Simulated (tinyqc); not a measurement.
# Absorption coefficient and reflectance from two thicknesses

Inverse problem. With transparent contact layers the responsivity is (1 - Rf)(1 - exp(-al wi)) q lam/(h c). The second absorber is twice as thick as the first. Find al and Rf.

Inputs (values chosen for the exercise): wavelength lam = 280 nm.

Constants: q = 1.602176634e-19 C, h = 6.62607015e-34 J s, c = 299792458 m/s. Results are converted to the units shown.

responsivity for wi = 0.28 and 0.56 um (A/W): [0.076314380, 0.12548328]

Solution. The ratio of the responsivities is 1 + exp(-al w1), which gives al; either value then gives 1 - Rf.

al = 1.57e4 1/cm
Rf = 0.0500

Computed by the program tinyqc: `OMP_NUM_THREADS=1 python tinyqc.py 2250119 2250120 out.jsonl`, one thread of a shared Intel Xeon 2.30GHz, about 0.01 s for the whole run.
